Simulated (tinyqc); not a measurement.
Free and nearly free electrons in a metal: one step. Two plane waves near the face. Two cases, with inputs chosen for the exercise.

Task: Build H for k along G, diagonalise, and give the weight of the first wave in the lower state and its velocity along G relative to a free electron, (w k + (1 - w)(k - G))/k.

Two plane waves k and k - G, G = (110) (2 pi/a): H = [[c k^2/m, V], [V, c (k - G)^2/m]] with c = hbar^2/2m0.
Constants: hbar^2/2m0 = 3.80998211 eV angstrom^2.

Give: H; levels; w; v/v_free.

Case 1.

Values chosen (near those of K; not measured data): a = 5.224 angstrom (bcc lattice constant); m = 1.28 m0 (mass); V = 1.06 eV (|V_G| for G = (110)); x = 0.85 (k along G as a share of |G|/2).

Result:

H (eV):
```
        1       2
1  1.5555  1.0600
2  1.0600  2.8473
```

levels (eV): 0.9601  3.4427

w = 0.7602
v/v_free = 0.4357

The splitting is 2.483 eV here and 2V = 2.12 eV on the face, where the normal velocity vanishes. There the lower band lies at 1.093 eV, below the free EF of 1.657 eV, so by this test the Fermi surface touches the face (V is large against EF, which it lowers, so the test is rough). Real Na and K have far smaller V and nearly spherical surfaces.

Case 2.

Values chosen (near those of Na; not measured data): a = 4.261 angstrom (bcc lattice constant); m = 1.25 m0 (mass); V = 0.35 eV (|V_G| for G = (110)); x = 0.96 (k along G as a share of |G|/2).

Result:

H (eV):
```
        1       2
1  3.0540  0.3500
2  0.3500  3.5842
```

levels (eV): 2.8800  3.7581

w = 0.8019
v/v_free = 0.5873

The splitting is 0.878 eV here and 2V = 0.7 eV on the face, where the normal velocity vanishes. There the lower band lies at 2.964 eV, above the free EF of 2.550 eV, so the Fermi surface does not reach the face.

Computed by tinyqc, one run a case: `OMP_NUM_THREADS=1 python tinyqc.py N N+1 out.jsonl` with N = 1652004, 1652066; one thread of a shared Intel(R) Xeon(R) Processor @ 2.30GHz, about 0.01 s a run at most.
